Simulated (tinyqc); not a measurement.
Donor or exciton in a quantum well (variational effective-mass method): one step, computed by the program tinyqc.

H = -nabla^2 - 2/|r - r_i| + V(z) in effective units; trial function psi = f(z) exp(-|r - r_i|/lambda), f the ground state of the well. Mass and screening are the same in well and barrier; l = L/a* is the width in effective units. Bands are flat: no polarisation or applied field.

Problem. Best radius. k solves k tan(k l/2) = sqrt(v - k^2), v = V_0/Ry*, 0 < k l/2 < pi/2 (bisection); f = cos(k z) inside and cos(k l/2) exp(-kappa (|z| - l/2)) outside, kappa = sqrt(v - k^2); subband energy k^2 Ry*. Binding E_b(lambda) = -1/lambda^2 + 4 A/(lambda B), with A = int f^2 exp(-2 s/lambda) dz, B = int f^2 exp(-2 s/lambda)(1 + 2 s/lambda) dz and s = |z - z_i|; 40 Gauss-Legendre points on each piece between the walls at z = -l/2 and l/2 and z_i, and out to 12/(kappa + 1/lambda) beyond the walls. Golden-section search for the maximum over lambda from 0.3 to 4, 40 steps.

Inputs (values chosen for the exercise, for a model semiconductor): donor position z_i/L from the centre = 0; barrier height V_0 = 0.14 eV.

Centre: donor. Barriers: finite.

l = 1.910937

Ry* = 14.03919 meV

a* = 5.233034 nm

Give: best lambda; binding in Ry*; binding energy; radius lambda a*.

Solution.

best lambda = 0.988 a*

binding in Ry* = 1.61

binding energy = 22.6 meV

radius lambda a* = 5.17 nm

Confinement changes the binding by a factor 1.607 against the bulk value (with finite barriers it peaks in a narrow well and returns to 1 as L tends to 0, and away from the walls of a wide well it tends to 1).
